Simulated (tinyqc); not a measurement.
Worked calculation: two-band model of a narrow-gap semiconductor with electrons and holes. Computed by tinyqc, a small Python program that keeps every step. Command: `OMP_NUM_THREADS=1 python tinyqc.py 3009747 3009748 out.jsonl bipolar walk`. One thread of a shared host (Intel(R) Xeon(R) Processor @ 2.30GHz), about 0.07 s of CPU time with the checks. Intermediate numbers are printed to about 5 digits and carried at full precision; extremes and crossings named in words are read from the listed rows.

Two parabolic bands with acoustic scattering (r = -1/2, a = 0), a gap that does not change with T, and fully ionised dopants. Melting is ignored, so values above the melting point are formal, and kappa_L does not change with T. eta_n = (E_F - E_c)/(k_B T), eta_p = -eta_n - E_g/(k_B T).

Inputs (values chosen for the exercise, modelled on PbTe): electron mass m_n = 0.26 m_0; hole mass m_p = 0.31 m_0; electron mobility parameter mu_300,n = 1200 cm^2/(V s); hole mobility parameter mu_300,p = 730 cm^2/(V s); temperature exponent p = 1.5; band gap E_g = 0.3 eV; net doping N = 6.9e+16 1/cm^3; lattice thermal conductivity kappa_L = 0.9 W/(m K); temperature T = 450 K.

Doping: n-type.

Constants: k_B = 8.617333262e-05 eV/K; m_0 = 9.1093837015e-31 kg; k_B = 1.380649e-23 J/K; hbar = 1.054571817e-34 J s; e = 1.602176634e-19 C.

## Fermi level

With x = E/(k_B T), a = alpha k_B T (0 for a parabolic band), G = x (1 + a x), D = 1 + 2 a x and <y> = int y f (1 - f) dx, f = 1/(1 + exp(x - eta)): tau = tau_0 G^r/D; transport function s = G^(3/2 + r)/D^2; n = N_0 <G^(3/2)> with N_0 = (2 m k_B T)^(3/2)/(3 pi^2 hbar^3). Integrals over x = E/(k_B T) use 160 Gauss-Legendre points in u = sqrt(x) from 0 to sqrt(max(eta, 0) + 32). Neutrality: n - p = N, with n = N_0(m_n) <x^(3/2)> at eta_n and p = N_0(m_p) <x^(3/2)> at eta_p.

eta_n = -3.4971

eta_p = -4.2393

## Each band alone

sigma = e mu_0 N_0 <s> with mu_0 = e tau_0/m = mu_300 (T/300 K)^(-p); |S| = (k_B/e)(<x s>/<s> - eta); Lorenz number L = (k_B/e)^2 (<x^2 s>/<s> - (<x s>/<s>)^2); kappa_e = L sigma T; zT = S^2 sigma T/(kappa_L + kappa_e). Hall factor r_H = <x^(3/2)> <x^(1/2)>/<s>^2.

Partial coefficients:
```
band       sigma (S/cm)  |S| (microvolt/K)  L (1e-8 V^2/K^2)  density (1/cm^3)  Hall factor
electrons        14.356             474.99            1.4907        1.8315e+17       1.1760
holes            5.4553             538.27            1.4878        1.1415e+17       1.1771
```

The minority carriers have the larger |S|, since the Fermi level lies farther from their band; they carry 28 % of the conductivity.

## Both bands together

Both bands together (these totals replace the one-band zT): sigma = sigma_n + sigma_p; S = (sigma_p |S_p| - sigma_n |S_n|)/sigma; kappa_bip = (sigma_n sigma_p/sigma)(|S_n| + |S_p|)^2 T; kappa_e = (L_n sigma_n + L_p sigma_p) T; zT = S^2 sigma T/(kappa_L + kappa_e + kappa_bip); weak-field R_H = (r_p sigma_p^2/p - r_n sigma_n^2/n)/(e sigma^2), where the Hall factors r_n and r_p are <x^(3/2)> <x^(1/2)>/<s>^2.

conductivity sigma = 19.811 S/cm

Seebeck coefficient S = -195.97 microvolt/K

bipolar thermal conductivity = 0.18264 W/(m K)

kappa_e = 0.013282 W/(m K)

zT = 0.031241

Hall coefficient R_H = -16.163 cm^3/C

The minority band lowers |S| from 475 to 196 microvolt/K, and bipolar flow adds 17 % of the thermal conductivity.

## The maximum of |S| and the Goldsmid-Sharp gap

T_max maximises |S| of the majority sign between 150 and 1200 K; the Goldsmid-Sharp estimate is E_g = 2 e |S_max| T_max.

T_max = 279.84 K

|S_max| = 488.67 microvolt/K

Goldsmid-Sharp gap = 0.27350 eV

estimate over true gap = 0.91166

The estimate is 0.91 times the true gap. The weighted-mobility ratio of majority to minority carriers, mu m^(3/2), is 1.26.

## Against temperature

The formulas are those given above.

The same sample:
```
T (K)  n (1/cm^3)  p (1/cm^3)  sigma (S/cm)  S (microvolt/K)  kappa_bip (W/(m K))        zT  R_H (cm^3/C)
150    6.9000e+16  2.1289e+09         27.99          -417.47           4.3781e-08  0.080729   -1.0620e+02
200    6.9002e+16  1.6827e+12         18.23          -454.37           1.8543e-05  0.083142   -1.0632e+02
250    6.9107e+16  1.0707e+14         13.10          -481.51           7.3908e-04  0.083837   -1.0596e+02
300    7.0842e+16  1.8418e+15         10.38          -483.31           8.6646e-03  0.079614   -9.9477e+01
350    8.2222e+16  1.3222e+16         10.33          -403.97           4.2554e-02  0.062257   -6.9645e+01
400    1.1697e+17  4.7968e+16         13.69          -279.09           1.0525e-01  0.042088   -3.4044e+01
500    2.8538e+17  2.1638e+17         27.89          -150.97           2.7062e-01  0.026676   -8.6275e+00
600    6.1429e+17  5.4529e+17         47.97          -109.91           4.7325e-01  0.024549   -3.3571e+00
750    1.4590e+18  1.3900e+18         83.12           -86.20           8.2187e-01  0.025512   -1.2881e+00
900    2.7495e+18  2.6805e+18        119.43           -75.01           1.1974e+00  0.026759   -6.5963e-01
1050   4.4790e+18  4.4100e+18        154.06           -68.22           1.5835e+00  0.027586   -3.9750e-01
1200   6.6250e+18  6.5560e+18        185.86           -63.58           1.9725e+00  0.028060   -2.6561e-01
```

Among the rows where S keeps the majority sign, zT is largest at 250 K and |S| at 300 K. Among these rows sigma is least at 350 K; at higher T thermal pairs outweigh the falling mobility. kappa_bip reaches 1.97 W/(m K) at the last row, 2.19 times kappa_L.

Checks made by the program: neutrality (relative difference below 1e-10).
